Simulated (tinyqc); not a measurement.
# Gate voltage for a given inversion charge

Inverse problem. p-type body, charge-sheet picture, depletion and inversion only, full ionisation (an idealisation for deep acceptors), Boltzmann statistics (rough once Na exp(x - xn) passes about Nc/7). In units of Vt: xg = (Vg - Vfb)/Vt, x = psi/Vt, G = gamma/sqrt(Vt), xn = (2 phiF + Vc)/Vt. The implicit equation is (xg - x)^2 = G^2 [x - 1 + exp(x - xn)] for x above about 3. Cox = eps0 eox/tox. ni = sqrt(Nc Nv) exp(-Eg/(2 Vt)), Eg in volts; phiF = Vt ln(Na/ni); gamma = sqrt(2 q eps0 eps_r Na)/Cox. N_inv = (Cox Vt G/q) [sqrt(x - 1 + exp(x - xn)) - sqrt(x - 1)]. Find x - xn, psi and Vg.

Parameters, values chosen for the exercise; band and dielectric values close to those of silicon: temperature T = 400 K; band gap Eg = 1.11 eV; relative permittivity eps_r = 11.9; conduction-band density of states at T Nc = 4.3e19 cm^-3; valence-band density of states at T Nv = 4.14e19 cm^-3; relative permittivity of the gate insulator (close to aluminium oxide) eox = 9.26; insulator thickness tox = 12 nm; acceptor density Na = 9.5e16 cm^-3; flat-band voltage Vfb = -0.85 V; channel-body voltage Vc = 1 V.

Constants: q = 1.602176634e-19 C, kB = 1.380649e-23 J/K, Vt = kB T/q, eps0 = 8.8541878128e-14 F/cm where lengths are in cm. Results are converted to the units shown.

N_inv = 4.7e11 cm^-2

Answer. N_inv rises steadily with x, so it fixes x; the implicit equation then gives xg directly.

x - xn = 3.63
psi = 1.81 V
Vg = 1.42 V

Numbers from tinyqc (`OMP_NUM_THREADS=1 python tinyqc.py 2122248 2122249 out.jsonl`; about 0.01 s on one thread of a shared Intel Xeon 2.30GHz).
